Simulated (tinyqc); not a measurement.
From results to parameters: two-site tight-binding chain. Computed by the program tinyqc.

Problem. A two-site chain has site energies +delta (A) and -delta (B) and hoppings t1 > t2 > 0, so E = +/- sqrt(delta^2 + |t1 + t2 exp(-ika)|^2). Find delta, t1 and t2.

upper band at k = 0 = 3.969194 eV
upper band at the zone edge = 0.568243 eV
weight of the upper band on site A at the zone edge = 0.737574

Solution. The weight on A is (1 + delta/E)/2, which gives delta; then t1 + t2 = sqrt(E(0)^2 - delta^2) and t1 - t2 = sqrt(E(edge)^2 - delta^2).

delta, t1, t2 (eV): 0.2700  2.2300  1.7300
